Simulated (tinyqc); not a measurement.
Margin needed against array size.

Cells fail independently with probability Q(k) = erfc(k/sqrt(2))/2 when the margin is k standard deviations, and Y = exp(-Nb Q(k)). phi = exp(-k^2/2)/sqrt(2 pi).  k solves Y = exp(-Nb Q(k)); the estimate is sqrt(2 ln(Nb/(-ln Y))).

Parameters, values chosen for the exercise:
- Y = 0.99 (wanted yield)

Results:

| Nb | allowed Q | k | estimate |
|---|---|---|---|
| 2048 | 4.9074e-6 | 4.4212 | 4.9446 |
| 32768 | 3.0671e-7 | 4.9869 | 5.4767 |
| 8388608 | 1.1981e-9 | 5.9684 | 6.4098 |
| 134217728 | 7.4881e-11 | 6.4056 | 6.8286 |
| 2147483648 | 4.6801e-12 | 6.8160 | 7.2233 |
| 34359738368 | 2.9250e-13 | 7.2039 | 7.5974 |

Estimate the missing row, Nb = 524288.

Computed row:

| Nb | allowed Q | k | estimate |
|---|---|---|---|
| 524288 | 1.9169e-8 | 5.4983 | 5.9615 |

With this row back in the table: A 1.68e7-fold larger array raises k only from 4.42 to 7.20; the last factor of 16 costs 0.39 standard deviations. The estimate, which drops the factor 1/(k sqrt(2 pi)) of the tail, is 12 % above k in the first row and 5.5 % above it in the last.

tinyqc, about 0.01 s, one thread, Intel Xeon 2.30GHz (shared host): `OMP_NUM_THREADS=1 python tinyqc.py 2090017 2090018 out.jsonl`
